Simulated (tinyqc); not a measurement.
Worked calculation: vibrations of a mass or spring defect in a linear chain. Computed by tinyqc, a small Python program that keeps every step. Command: `OMP_NUM_THREADS=1 python tinyqc.py 3017915 3017916 out.jsonl localmode walk`. One thread of a shared host (Intel(R) Xeon(R) Processor @ 2.30GHz), about 0.01 s of CPU time with the checks. Intermediate numbers are printed to about 6 digits and carried at full precision; extremes and crossings named in words are read from the listed rows.

A ring of N atoms with nearest-neighbour springs k and motion along the chain. Atom 1 is the defect, of mass M', and its two springs are k'. All other atoms have the mass M.

Inputs (values chosen for the exercise, for a model chain): spring constant k = 4.81 eV/angstrom^2; host mass M = 41.7 u; defect mass M' = 14.5 u; spring ratio k'/k at the defect = 1; atoms in the ring N = 12; isotope mass step = 2 u.

Host: monatomic.

Constants: nu for 1 eV/(angstrom^2 u) = 15.6333042 THz.

## Band edges of the host

Host band: lambda from 0 to 4k/M. nu = 15.6333042 THz x sqrt(lambda), lambda in eV/(angstrom^2 u).

band edges (THz): [0.0000, 10.6190]

## Dynamical matrix of the ring

D_ii = (sum of the two springs at i)/M_i, D_ij = -k_ij/sqrt(M_i M_j) for neighbours, closed into a ring.

D (eV/(angstrom^2 u)):
```
[[0.663448, -0.195611, 0.000000, 0.000000, 0.000000, 0.000000, 0.000000, 0.000000, 0.000000, 0.000000, 0.000000, -0.195611],
 [-0.195611, 0.230695, -0.115348, 0.000000, 0.000000, 0.000000, 0.000000, 0.000000, 0.000000, 0.000000, 0.000000, 0.000000],
 [0.000000, -0.115348, 0.230695, -0.115348, 0.000000, 0.000000, 0.000000, 0.000000, 0.000000, 0.000000, 0.000000, 0.000000],
 [0.000000, 0.000000, -0.115348, 0.230695, -0.115348, 0.000000, 0.000000, 0.000000, 0.000000, 0.000000, 0.000000, 0.000000],
 [0.000000, 0.000000, 0.000000, -0.115348, 0.230695, -0.115348, 0.000000, 0.000000, 0.000000, 0.000000, 0.000000, 0.000000],
 [0.000000, 0.000000, 0.000000, 0.000000, -0.115348, 0.230695, -0.115348, 0.000000, 0.000000, 0.000000, 0.000000, 0.000000],
 [0.000000, 0.000000, 0.000000, 0.000000, 0.000000, -0.115348, 0.230695, -0.115348, 0.000000, 0.000000, 0.000000, 0.000000],
 [0.000000, 0.000000, 0.000000, 0.000000, 0.000000, 0.000000, -0.115348, 0.230695, -0.115348, 0.000000, 0.000000, 0.000000],
 [0.000000, 0.000000, 0.000000, 0.000000, 0.000000, 0.000000, 0.000000, -0.115348, 0.230695, -0.115348, 0.000000, 0.000000],
 [0.000000, 0.000000, 0.000000, 0.000000, 0.000000, 0.000000, 0.000000, 0.000000, -0.115348, 0.230695, -0.115348, 0.000000],
 [0.000000, 0.000000, 0.000000, 0.000000, 0.000000, 0.000000, 0.000000, 0.000000, 0.000000, -0.115348, 0.230695, -0.115348],
 [-0.195611, 0.000000, 0.000000, 0.000000, 0.000000, 0.000000, 0.000000, 0.000000, 0.000000, 0.000000, -0.115348, 0.230695]]
```

## Frequencies of the ring

Diagonalise D and leave out the zero eigenvalue of the uniform shift.

nonzero frequencies (THz): [2.7484, 2.9049, 5.3095, 5.6017, 7.5088, 7.8906, 9.1964, 9.5833, 10.2572, 10.5000, 14.0097]

1 mode(s) lie outside the host bands, at 14.010 THz.

## The highest mode of a long ring

The same matrix for 120 atoms; amplitudes are the mass-weighted eigenvector, in size, relative to the defect, for the highest mode; its weight is the squared component of the normalised eigenvector on the defect.

highest frequency, long ring = 14.0097 THz

weight of the highest mode on the defect = 0.789550

amplitudes on atoms 1 to 8: [1.00000e+00, 3.56889e-01, 7.51072e-02, 1.58063e-02, 3.32644e-03, 7.00048e-04, 1.47325e-04, 3.10046e-05]

ratio to the top of the host band = 1.31930

A local mode: it lies 31.9 % above the host band and its amplitude falls by a factor 22.58 every two atoms beyond the first neighbour.

## Closed form for a light mass defect

With eps = 1 - M'/M and unchanged springs, the Green-function condition of the infinite chain gives nu = nu_max/sqrt(1 - eps^2), with nu_max the upper band edge, and the displacement alternates in sign and falls by (1 - eps)/(1 + eps) an atom.

eps = 0.652278

local-mode frequency = 14.0097 THz

decay factor per atom = 0.210450

## Convergence with the size of the ring

The formulas are those given above.

Highest mode:
```
N    frequency (THz)  weight on the defect  modes outside the bands
4            14.0493              0.773199                        1
6            14.0115              0.788165                        1
8            14.0097              0.789461                        1
12           14.0097              0.789550                        1
20           14.0097              0.789550                        1
40           14.0097              0.789550                        1
80           14.0097              0.789550                        1
120          14.0097              0.789550                        1
```

The local mode is within 0.01 % of its final value from N = 8 on, and its weight on the defect settles at 0.790: a bound mode needs only a cell larger than its decay length.

## Isotope shift of the local mode

Raise M' by the isotope step in the 120-atom ring. First order, good only for a step much smaller than M': Delta nu/nu = -(1/2) (weight on the defect) Delta M'/M'; a defect vibrating against fixed neighbours would give sqrt(M'/(M' + step)) - 1.

shift, exact = -4.86538 %

shift, first order = -5.44517 %

shift, fixed neighbours = -6.25631 %

The shift is 78 % of the fixed-neighbour value; all other atoms together carry 21 % of the kinetic energy of the mode.

Checks made by the program: closed form against the long ring (relative difference below 1e-10).
